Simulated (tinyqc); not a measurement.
Landau levels of massless Dirac electrons: one step. The lowest levels.

E_N = sqrt(2N) hv/l for N = 0, 1, 2, ... and the mirror levels below zero; each is fourfold (spin, valley), Zeeman splitting left out; half of level 0 belongs to the electrons.

In a field B along z: l = 1/sqrt((e/hbar) B) is the magnetic length, n_B = B/(h/e) the number of states per area in one level, hbar wc = 2 muB B/m for mass m in m0; 1/angstrom^2 = 1e16/cm^2.

Constants: e/hbar = 1.519267448e-05 1/(T angstrom^2); h/e = 413566.7697 T angstrom^2; muB = 5.788381798e-05 eV/T.

Inputs chosen for the exercise (out of a larger set: near those of graphene; not measured data): hv = 6.75 eV angstrom (hbar v); B = 6.3 T (magnetic field).

Task: List the eight lowest, in meV, with the gap to the next.

Give: a table of label, E (meV), gap above (meV).

Result:

Levels:
```
label,E (meV),gap above (meV)
0,0.000,93.391
1,93.391,38.684
2,132.075,29.683
3,161.758,25.024
4,186.782,22.047
5,208.829,19.932
6,228.761,18.329
7,247.090,17.060
```

The largest of these gaps, 93.39 meV, first occurs above level 0 and is kB T at 1084 K.

(tinyqc, `OMP_NUM_THREADS=1 python tinyqc.py 1280732 1280733 out.jsonl`, Intel(R) Xeon(R) Processor @ 2.30GHz, 1 thread, shared host, about 0.01 s.)
